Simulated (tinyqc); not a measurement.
# Gap and mass from two generation rates

Question. In the two-band model the band-to-band tunnelling rate in a uniform field is G = A F^2 exp(-B/F), with B = pi sqrt(m/C) Eg^1.5/4 (V/nm), A = 1e21 (2 q/h) m Eg/(16 pi C B) for G in cm^-3 s^-1 and F in V/nm, C = hbar^2/(2 m0). Find B, A, Eg and m.

Constants: q = 1.602176634e-19 C, hbar = 1.054571817e-34 J s, h = 6.62607015e-34 J s, m0 = 9.1093837015e-31 kg, hbar^2/(2 m0) = 0.0380998212 eV nm^2. Results are converted to the units shown.

G at F = 0.052 and 0.083 V/nm (cm^-3 s^-1): 6.3245918e26  1.0364481e29

Answer. The slope of ln(G/F^2) against 1/F is -B and the intercept gives A. The product A B fixes m Eg, and B = (pi/4) Eg sqrt(m Eg/C) then gives Eg.

B = 0.580 V/nm
A = 1.62e34 cm^-3 s^-1 (V/nm)^-2
Eg = 0.746 eV
m = 0.0500 m0

Program tinyqc, `OMP_NUM_THREADS=1 python tinyqc.py 2620014 2620015 out.jsonl`; Intel Xeon 2.30GHz, shared host, one thread, about 0.01 s.
